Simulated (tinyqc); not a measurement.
Minority carriers and saturation current of a heavily doped emitter: effect of temperature on the narrowing factor.

n-type, parabolic bands, full ionisation. eta = (EF - Ec)/kB T solves N = Nc F12(eta), F12(x) = (2/sqrt(pi)) int_0^infinity sqrt(u)/(1 + exp(u - x)) du. The gap shrinks rigidly by dEg = a3 y^(1/3) + a4 y^(1/4) + a2 y^(1/2), y = N/1e18 cm^-3, an empirical law that is here taken as the true narrowing.

Nc is given at 400 K and scales as T^1.5; dEg is held. The factor nie^2/ni^2 = exp(dEg/kB T) g, g = F12(eta) exp(-eta), divides the current gain of a transistor with this emitter.

Parameters, values chosen for the exercise; band and dielectric values close to those of silicon: conduction-band density of states at 400 K Nc = 4.34e19 cm^-3; ionised donor density N = 7.4e18 cm^-3; coefficient of (N/1e18)^(1/3) a3 = 16 meV; coefficient of (N/1e18)^(1/4) a4 = 9 meV; coefficient of (N/1e18)^(1/2) a2 = 3.6 meV.

Constants: q = 1.602176634e-19 C, kB = 1.380649e-23 J/K, Vt = kB T/q. Results are converted to the units shown.

Effect of temperature on the narrowing factor:
```
T (K)       eta       g  nie^2/ni^2  its logarithm
150    -0.03789  0.7712       57.88          4.058
200     -0.5599  0.8442       21.53          3.069
250     -0.9426  0.8857       11.82          2.469
300      -1.245  0.9117       7.898          2.067
350      -1.495  0.9292       5.913          1.777
400      -1.709  0.9416       4.755          1.559
450      -1.895  0.9508       4.011          1.389
```

What does the table show?

The factor falls from 57.9 to 4.01. Its slope against q/kB T is 51.1 meV between the first two rows and 52.8 meV between the last two, against dEg = 55.8 meV: degeneracy takes back part of the narrowing. The factor grows on cooling, so the current gain of such a transistor falls.

Range of the model: Band tails, non-parabolic bands and incomplete ionisation are left out.

Program tinyqc, `OMP_NUM_THREADS=1 python tinyqc.py 2330038 2330039 out.jsonl`; Intel Xeon 2.30GHz, shared host, one thread, about 0.01 s.
